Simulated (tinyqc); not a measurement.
Threshold-voltage variability of a planar MOSFET, analytic estimates: two steps of the calculation.

Three independent sources add in quadrature: random dopants in the depleted layer, metal-gate grains of two orientations, and roughness of the two gate edges acting through the roll-off VT = VT(long) - Vr exp(-L/l). These are first-order estimates: no three-dimensional electrostatics, no percolation.

Parameters, values chosen for the exercise; material values those of a made-up semiconductor: temperature T = 300 K; band gap Eg = 0.938 eV; relative permittivity of the semiconductor eps_r = 12.7; conduction-band density of states at T Nc = 3.47e19 cm^-3; valence-band density of states at T Nv = 3.1e19 cm^-3; channel doping Na = 5.7e18 cm^-3; oxide-equivalent thickness in inversion ti = 1.4 nm; gate length L = 65 nm; gate width W = 270 nm; subthreshold factor n = 1.41; gm/I of a matched pair gI = 10 1/V; spread of the gain factor of one device sb = 0.6 %.

Constants: q = 1.602176634e-19 C, kB = 1.380649e-23 J/K, Vt = kB T/q, eps0 = 8.8541878128e-14 F/cm where lengths are in cm. Results are converted to the units shown.

Problem 1. Random dopants. ni = sqrt(Nc Nv) exp(-Eg/(2 Vt)), Eg in volts; Cox = 3.9 eps0/ti; Wd = sqrt(4 eps0 eps_r Vt ln(Na/ni)/(q Na)); dopants: s1 = (q/Cox) sqrt(Na Wd/(3 L W)). The slope A1 = s1 sqrt(L W); mean number of dopants Na L W Wd.

Give: Cox; Wd; mean number of dopants; A1; s1.

Solution 1.

Cox = 2.4665 uF/cm^2
Wd = 14.447 nm
mean number of dopants = 1445.2
A1 = 1.0762 mV um
s1 = 8.1236 mV

Counting alone, 1/sqrt(N) of the depletion voltage q Na Wd/Cox = 535 mV, would give sqrt(3) times more: dopants deep in the layer act less on the surface.

Problem 2. Total spread, mismatch and leakage. s = sqrt(s1^2 + s2^2 + s3^2). For a pair: s(dVT) = sqrt(2) s; current mismatch sqrt(2) sqrt((gI s)^2 + sb^2); input offset = current mismatch/gI. For a Gaussian VT the off current is log-normal with mean/median = exp(s^2/(2 (n Vt)^2)).

s1 = 8.1236377 mV
s2 = 7.7658027 mV
s3 = 1.0261889 mV

Find: s; s(dVT); current mismatch; input offset; mean/median of Ioff.

Solution 2.

s = 11.285 mV
s(dVT) = 15.960 mV
current mismatch = 15.982 %
input offset = 15.982 mV
mean/median of Ioff = 1.0491

Program tinyqc, `OMP_NUM_THREADS=1 python tinyqc.py 2090062 2090063 out.jsonl`; Intel Xeon 2.30GHz, shared host, one thread, about 0.01 s.
